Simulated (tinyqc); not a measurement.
Worked calculation: empirical pseudopotential in a few plane waves. One step of it, computed by the program tinyqc.

Question. Levels at G. Diagonalise the Hermitian matrix.

H(k) at G (eV), order +0+0+0, -1-1-1, -1-1+1, -1+1-1, -1+1+1, +1-1-1, +1-1+1, +1+1-1, +1+1+1, -2+0+0, +0-2+0, +0+0-2, +0+0+2, +0+2+0, +2+0+0:
```
[[0.000000, 2.241618+1.385378i, -2.241618+1.385378i, -2.241618+1.385378i, -2.241618-1.385378i, -2.241618+1.385378i, -2.241618-1.385378i, -2.241618-1.385378i, 2.241618-1.385378i, 0.000000+0.299325i, 0.000000+0.299325i, 0.000000+0.299325i, 0.000000-0.299325i, 0.000000-0.299325i, 0.000000-0.299325i],
 [2.241618-1.385378i, 15.706316, 0.000000-0.299325i, 0.000000-0.299325i, -0.244902, 0.000000-0.299325i, -0.244902, -0.244902, 0.000000, -2.241618-1.385378i, -2.241618-1.385378i, -2.241618-1.385378i, -0.307862+0.355965i, -0.307862+0.355965i, -0.307862+0.355965i],
 [-2.241618-1.385378i, 0.000000+0.299325i, 15.706316, 0.244902, 0.000000-0.299325i, 0.244902, 0.000000-0.299325i, 0.000000, -0.244902, -2.241618+1.385378i, -2.241618+1.385378i, 0.307862+0.355965i, 2.241618-1.385378i, -0.307862-0.355965i, -0.307862-0.355965i],
 [-2.241618-1.385378i, 0.000000+0.299325i, 0.244902, 15.706316, 0.000000-0.299325i, 0.244902, 0.000000, 0.000000-0.299325i, -0.244902, -2.241618+1.385378i, 0.307862+0.355965i, -2.241618+1.385378i, -0.307862-0.355965i, 2.241618-1.385378i, -0.307862-0.355965i],
 [-2.241618+1.385378i, -0.244902, 0.000000+0.299325i, 0.000000+0.299325i, 15.706316, 0.000000, 0.244902, 0.244902, 0.000000-0.299325i, 2.241618+1.385378i, -0.307862+0.355965i, -0.307862+0.355965i, -2.241618-1.385378i, -2.241618-1.385378i, 0.307862-0.355965i],
 [-2.241618-1.385378i, 0.000000+0.299325i, 0.244902, 0.244902, 0.000000, 15.706316, 0.000000-0.299325i, 0.000000-0.299325i, -0.244902, 0.307862+0.355965i, -2.241618+1.385378i, -2.241618+1.385378i, -0.307862-0.355965i, -0.307862-0.355965i, 2.241618-1.385378i],
 [-2.241618+1.385378i, -0.244902, 0.000000+0.299325i, 0.000000, 0.244902, 0.000000+0.299325i, 15.706316, 0.244902, 0.000000-0.299325i, -0.307862+0.355965i, 2.241618+1.385378i, -0.307862+0.355965i, -2.241618-1.385378i, 0.307862-0.355965i, -2.241618-1.385378i],
 [-2.241618+1.385378i, -0.244902, 0.000000, 0.000000+0.299325i, 0.244902, 0.000000+0.299325i, 0.244902, 15.706316, 0.000000-0.299325i, -0.307862+0.355965i, -0.307862+0.355965i, 2.241618+1.385378i, 0.307862-0.355965i, -2.241618-1.385378i, -2.241618-1.385378i],
 [2.241618+1.385378i, 0.000000, -0.244902, -0.244902, 0.000000+0.299325i, -0.244902, 0.000000+0.299325i, 0.000000+0.299325i, 15.706316, -0.307862-0.355965i, -0.307862-0.355965i, -0.307862-0.355965i, -2.241618+1.385378i, -2.241618+1.385378i, -2.241618+1.385378i],
 [0.000000-0.299325i, -2.241618+1.385378i, -2.241618-1.385378i, -2.241618-1.385378i, 2.241618-1.385378i, 0.307862-0.355965i, -0.307862-0.355965i, -0.307862-0.355965i, -0.307862+0.355965i, 20.941755, 0.244902, 0.244902, -0.244902, -0.244902, 0.000000],
 [0.000000-0.299325i, -2.241618+1.385378i, -2.241618-1.385378i, 0.307862-0.355965i, -0.307862-0.355965i, -2.241618-1.385378i, 2.241618-1.385378i, -0.307862-0.355965i, -0.307862+0.355965i, 0.244902, 20.941755, 0.244902, -0.244902, 0.000000, -0.244902],
 [0.000000-0.299325i, -2.241618+1.385378i, 0.307862-0.355965i, -2.241618-1.385378i, -0.307862-0.355965i, -2.241618-1.385378i, -0.307862-0.355965i, 2.241618-1.385378i, -0.307862+0.355965i, 0.244902, 0.244902, 20.941755, 0.000000, -0.244902, -0.244902],
 [0.000000+0.299325i, -0.307862-0.355965i, 2.241618+1.385378i, -0.307862+0.355965i, -2.241618+1.385378i, -0.307862+0.355965i, -2.241618+1.385378i, 0.307862+0.355965i, -2.241618-1.385378i, -0.244902, -0.244902, 0.000000, 20.941755, 0.244902, 0.244902],
 [0.000000+0.299325i, -0.307862-0.355965i, -0.307862+0.355965i, 2.241618+1.385378i, -2.241618+1.385378i, -0.307862+0.355965i, 0.307862+0.355965i, -2.241618+1.385378i, -2.241618-1.385378i, -0.244902, 0.000000, -0.244902, 0.244902, 20.941755, 0.244902],
 [0.000000+0.299325i, -0.307862-0.355965i, -0.307862+0.355965i, -0.307862+0.355965i, 0.307862+0.355965i, 2.241618+1.385378i, -2.241618+1.385378i, -2.241618+1.385378i, -2.241618-1.385378i, 0.000000, -0.244902, -0.244902, 0.244902, 0.244902, 20.941755]]
```

Give: eigenvalues.

Answer.

eigenvalues (eV): [-3.664, 11.898, 11.898, 11.898, 12.070, 15.677, 15.677, 15.677, 17.631, 20.452, 20.452, 24.290, 24.290, 24.290, 28.766]
